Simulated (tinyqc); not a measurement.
Resistance of a source-drain extension with a graded tip: two steps of the calculation.

y runs along the channel, the gate covers y > 0. The doping is N0 for y < y0 and N0 10^(-(y - y0)/la) beyond, uniform over the depth xj. Sheet conductance s(y) = q mu(N) max(N - Nch, 0) xj + (for y > 0) ma Cox Vo, with mu(N) = u0 + (u1 - u0)/(1 + (N/Nr)^au) and Cox = eps0 eox/tox. Current is taken as one-dimensional; depletion of the tip, spreading and the contact are left out. The metallurgical junction lies at yj, where N = Nch.

Parameters, values chosen for the exercise; mobility law close to that of holes in silicon:
```
symbol,value,unit,meaning
eox,3.9,,relative permittivity of the gate insulator (close to silicon dioxide)
tox,2.8,nm,insulator thickness
N0,1.6e20,cm^-3,active doping of the extension far from the gate
la,2.7,nm/decade,lateral abruptness
y0,0.9,nm,position under the gate where the fall begins (gate edge at 0)
xj,25,nm,depth of the extension
Nch,3.4e18,cm^-3,channel doping
Vo,0.81,V,gate overdrive
ma,48,cm^2/(V s),mobility of the gate-induced layer
u1,470.5,cm^2/(V s),mobility at low doping
u0,44.9,cm^2/(V s),mobility at high doping
Nr,2.23e17,cm^-3,reference doping
au,0.719,,exponent
Lg,40,nm,gate length
```

Constants: q = 1.602176634e-19 C, eps0 = 8.8541878128e-14 F/cm where lengths are in cm. Results are converted to the units shown.

Task 1. Sheet resistances and junction position. yj = y0 + la log10(N0/Nch); sheet resistance of the full extension 1/[q mu(N0)(N0 - Nch) xj] and of the gate-induced layer 1/(ma Cox Vo); metallurgical length Lg - 2 yj; ye is where the doped and the gate-induced conductances are equal.

Find: yj; sheet resistance of the extension; sheet resistance of the induced layer; metallurgical length; ye; N at ye.

Result 1.

yj = 5.4161 nm
sheet resistance of the extension = 327.83 ohm/square
sheet resistance of the induced layer = 20855 ohm/square
metallurgical length = 29.168 nm
ye = 5.0187 nm
N at ye = 4.7719e18 cm^-3

The gate takes over 0.397 nm before the junction, where N is still 1.40 times the channel doping.

Task 2. Resistance of the overlapped part. Midpoint rule on 8 equal steps from 0 to yj: R_ov = sum h/s(y), per width.

Wanted: y; N; doped conductance; sheet resistance; R_ov.

Result 2.

| point | y (nm) | N (cm^-3) | doped conductance (uS) | sheet resistance (ohm/square) |
|---|---|---|---|---|
| 0 | 0.3385 | 1.600e20 | 3050 | 322.8 |
| 1 | 1.016 | 1.450e20 | 2773 | 354.4 |
| 2 | 1.693 | 8.139e19 | 1591 | 610.1 |
| 3 | 2.370 | 4.569e19 | 914.3 | 1039 |
| 4 | 3.047 | 2.565e19 | 521.3 | 1757 |
| 5 | 3.724 | 1.440e19 | 287.0 | 2985 |
| 6 | 4.401 | 8.083e18 | 140.4 | 5310 |
| 7 | 5.078 | 4.538e18 | 40.41 | 1.132e4 |

R_ov = 16.04 ohm um

Program tinyqc, `OMP_NUM_THREADS=1 python tinyqc.py 2282042 2282043 out.jsonl`; Intel Xeon 2.30GHz, shared host, one thread, about 0.09 s.
